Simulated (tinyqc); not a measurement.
## Barrier and mass from two Fowler-Nordheim currents

Problem. Fowler-Nordheim tunnelling through a dielectric follows J = A F^2 exp(-B/F), A = q^2 me/(16 pi^2 hbar m1 phi1) (A/V^2 with phi1 in volts), B = (4/3) sqrt(m1/C) phi1^1.5 (V/nm), C = hbar^2/(2 m0). Find B, A, phi1 and m1.

Parameters, values chosen for the exercise: emitter mass in the supply function me = 1 m0.

Constants: q = 1.602176634e-19 C, hbar = 1.054571817e-34 J s, m0 = 9.1093837015e-31 kg, hbar^2/(2 m0) = 0.0380998212 eV nm^2. Results are converted to the units shown.

J at F = 0.88 and 1.14 V/nm (A/cm^2): 0.23678271  38.050197

Solution. The slope of ln(J/F^2) against 1/F is -B and the intercept gives A. A fixes the product m1 phi1, and B = (4/3) phi1 sqrt(m1 phi1/C) then gives phi1.

B = 17.60 V/nm
A = 1.486e-6 A/V^2
phi1 = 2.530 eV
m1 = 0.4100 m0

Computed by the program tinyqc: `OMP_NUM_THREADS=1 python tinyqc.py 2540135 2540136 out.jsonl`, one thread of a shared Intel Xeon 2.30GHz, about 0.03 s for the whole run.
